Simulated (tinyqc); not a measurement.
A ladder of methods, and size consistency: correlation methods against full CI in the 6-31g basis, for H2, spin multiplicity 1. Computed by the program tinyqc with PySCF. 

Geometry (angstrom):

| atom | x | y | z |
|---|---|---|---|
| H | 0.0000 | 0.0000 | 0.0000 |
| H | 0.0000 | 0.0000 | 0.8060 |

RHF energy of one = -1.123200 hartree

All electrons correlated; +Q is the Davidson correction (1 - c0^2) E_corr. The last columns treat two copies 100 angstrom apart as one system. FCI is the lowest singlet.

Correlation energies (hartree):

| method | E_corr of one | share of FCI (%) | E_corr of two at 100 angstrom | two minus twice one (mhartree) |
|---|---|---|---|---|
| MP2 | -0.018101 | 68.4069 | -0.036202 | 0.0000 |
| CISD | -0.026461 | 100.0000 | -0.052054 | 0.8673 |
| CISD+Q | -0.026910 | 101.6983 | -0.053728 | 0.0917 |
| CCSD | -0.026461 | 100.0000 | -0.052921 | 0.0000 |
| CCSD(T) | -0.026461 | 100.0000 | -0.052921 | 0.0000 |
| FCI | -0.026461 | 100.0000 | - | - |

MP2 recovers 68 %, CISD 100.0 % and CCSD 100.0 % of the FCI value (c0^2 = 0.983 in CISD). MP2 and coupled cluster are size consistent, so their last column vanishes; CISD loses 0.87 mhartree, since a double excitation on each copy is a quadruple of the pair, and the Davidson correction leaves +0.09. With two electrons, or one virtual orbital, CISD and CCSD are exact for one copy, so +Q overshoots there.
